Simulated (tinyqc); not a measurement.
# Worked calculation: biaxially strained (001) channel, valley splitting in an inversion layer

tinyqc, about 0.01 s, one thread, Intel Xeon 2.30GHz (shared host): `OMP_NUM_THREADS=1 python tinyqc.py 2530109 2530110 out.jsonl` Printed values are rounded.

A thin layer grown on a relaxed buffer is stretched in the plane. The two valleys with their long axis along the growth direction (D2) sink against the four in-plane ones (D4); confinement in a triangular well splits them too. Only the lowest subband of each set is kept; one relaxation time, so the weakening of intervalley scattering is left out.

Parameters, values chosen for the exercise; values close to those of silicon on relaxed silicon-germanium:
- T = 400 K (temperature)
- x = 0.08 (germanium share of the relaxed buffer)
- b1 = 0.0418 (lattice mismatch per unit x)
- c11 = 165 GPa (elastic constant)
- c12 = 64.9 GPa (elastic constant)
- Xu = 9.1 eV (shear deformation potential)
- ml = 0.903 m0 (longitudinal mass)
- mt = 0.186 m0 (transverse mass)
- F = 0.72 MV/cm (confining field)
- Ns = 2.5e12 cm^-2 (inversion density)

Constants: q = 1.602176634e-19 C, kB = 1.380649e-23 J/K, hbar = 1.054571817e-34 J s, m0 = 9.1093837015e-31 kg, Vt = kB T/q, hbar^2/(2 m0) = 0.0380998212 eV nm^2. Results are converted to the units shown.

## Strain, stress and splitting

e_par = b1 x, e_perp = -2 (c12/c11) e_par, splitting D = Xu (e_par - e_perp), in-plane stress (c11 + c12 - 2 c12^2/c11) e_par.

e_par = 0.3344 %
e_perp = -0.263061 %
D = 54.3690 meV
stress = 0.598059 GPa

## Subband edges and densities of states

Levels E(m) = 2.33811 (hbar^2 q^2 F^2/(2 m))^(1/3): E2 = E(ml), E4 = E(mt) + D; N2 = 2 mt kB T/(pi hbar^2), N4 = 4 sqrt(mt ml) kB T/(pi hbar^2).

E2 = 0.140874 eV
E4 = 0.292906 eV
N2 = 5.35640e12 cm^-2
N4 = 2.36043e13 cm^-2

Of the gap E4 - E2 = 152 meV, confinement gives 97.7 meV.

## Iteration 1: Fermi level by Newton steps

EF at the start = 0.141 eV

f = N2 ln(1 + exp((EF - E2)/Vt)) + N4 ln(1 + exp((EF - E4)/Vt)) - Ns, f' = [N2/(1 + exp((E2 - EF)/Vt)) + N4/(1 + exp((E4 - EF)/Vt))]/Vt, EF(new) = EF - f/f'.

f = 1.50859e12 cm^-2
f' = 8.60879e13 cm^-2/eV
EF after iteration 1 = 0.123476 eV

## Iteration 2: Fermi level by Newton steps

As before.

f = 2.02229e11 cm^-2
f' = 6.34803e13 cm^-2/eV
EF after iteration 2 = 0.120291 eV

## Course of the iteration: Fermi level by Newton steps

Stop when EF changes by less than 1e-10 eV, or after 40 iterations.

Course of the iteration:
```
iteration,EF (eV),|change| (eV)
1,0.123476,0.0175
2,0.120291,3.19e-3
3,0.120189,1.01e-4
4,0.120189,9.96e-8
5,0.120189,9.68e-14
```

Converged in 5 iterations. At the end the number of correct digits about doubles with each step.

## Share of the light valleys and conductivity mass

EF = 0.120189 eV

EF solves Ns = N2 ln(1 + exp((EF - E2)/Vt)) + N4 ln(1 + exp((EF - E4)/Vt)); f2 is the share in D2, and 1/mc = f2/mt + (1 - f2)(1/mt + 1/ml)/2.

f2 = 0.937271
mc = 0.190750 m0

Without strain f2 would be 0.765 and mc 0.205 m0, so repopulation alone gains 7.6 % in mobility.
